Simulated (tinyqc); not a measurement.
# Doping from resistivity

Inverse problem. A uniform, uncompensated and fully ionised sample has rho = 1/(q N mu), mu = m1 + (m2 (T/300 K)^(-bt) - m1)/(1 + (N/Nr)^am). Find N, mu and the diffusion coefficient mu Vt.

Inputs (values chosen for the exercise): temperature T = 350 K; mobility limit at high doping m1 = 65.8 cm^2/(V s); mobility limit at low doping, at 300 K m2 = 1460 cm^2/(V s); reference doping of the mobility law Nr = 9.13e16 cm^-3; exponent of the mobility law am = 0.71; temperature exponent of m2 bt = 2.2.

Constants: q = 1.602176634e-19 C, kB = 1.380649e-23 J/K, Vt = kB T/q. Results are converted to the units shown.

resistivity = 0.0039335928 ohm cm

Answer. With am below 1 the product N mu rises steadily with N, so one doping matches; it is found by iterating N = 1/(q rho mu(N)).

N = 1.80e19 cm^-3
mu = 88.2 cm^2/(V s)
diffusion coefficient = 2.66 cm^2/s

Program tinyqc, `OMP_NUM_THREADS=1 python tinyqc.py 2110172 2110173 out.jsonl`; Intel Xeon 2.30GHz, shared host, one thread, about 0.02 s.
